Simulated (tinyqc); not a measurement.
Inside a calculation. Method: lattice vibrations of a chain. Computed by tinyqc, a small Python program that keeps every step. Command: `OMP_NUM_THREADS=1 python tinyqc.py 25163 25164 out.jsonl` (the two numbers bound the seeds that draw the settings). One thread of a shared host (Intel(R) Xeon(R) Processor @ 2.60GHz), about 0.01 s of CPU time with the checks.

## Dynamical matrix at q = 0.4

A chain moving along its axis:

| atom | mass (u) | spring to the next atom (eV/angstrom^2) |
|---|---|---|
| 1 | 54.200000 | 26.700000 |
| 2 | 91.800000 | 6.800000 |

q is in units of 2 pi/a. A spring k from atom i to atom j, n cells on, adds k to Phi_ii and Phi_jj, -k exp(2 pi i q n) to Phi_ij and the conjugate to Phi_ji (for one atom a cell: 2k (1 - cos 2 pi q n)); D_ij = Phi_ij / sqrt(m_i m_j).

D(q) (eV/(angstrom^2 u)):
```
                     1                    2
1             0.618081  -0.300530+0.056664i
2  -0.300530-0.056664i             0.364924
```

## Frequencies

omega^2 are the eigenvalues; wavenumber = 521.4708 sqrt(eigenvalue) 1/cm.

eigenvalues: 0.160517  0.822488

wavenumbers (1/cm): 208.9  472.9

weights |e|^2 of the mass-weighted modes:
```
          mode 1    mode 2
atom 1  0.308785  0.691215
atom 2  0.691215  0.308785
```

## Dispersion and heat capacity

C/k_B per atom = mean over q = (j + 1/2)/80, j = 0..39 and all branches of y^2 e^y/(e^y - 1)^2, y = hc wavenumber / k_B T.

Wavenumbers (1/cm):

| q | branch 1 | branch 2 |
|---|---|---|
| 0.000000 | 0.000000 | 517.020625 |
| 0.062500 | 39.315726 | 515.523618 |
| 0.125000 | 77.782549 | 511.136187 |
| 0.187500 | 114.479093 | 504.187330 |
| 0.250000 | 148.322051 | 495.288700 |
| 0.312500 | 177.949632 | 485.432030 |
| 0.375000 | 201.605134 | 476.094210 |
| 0.437500 | 217.167678 | 469.199879 |
| 0.500000 | 222.643376 | 466.626461 |

Heat capacity:

| T (K) | C/k_B per atom |
|---|---|
| 20 | 0.073274 |
| 50 | 0.196110 |
| 100 | 0.376115 |
| 200 | 0.646001 |
| 300 | 0.798306 |
| 600 | 0.939912 |
| 1200 | 0.984246 |

zero-point energy per atom = 19.527449 meV
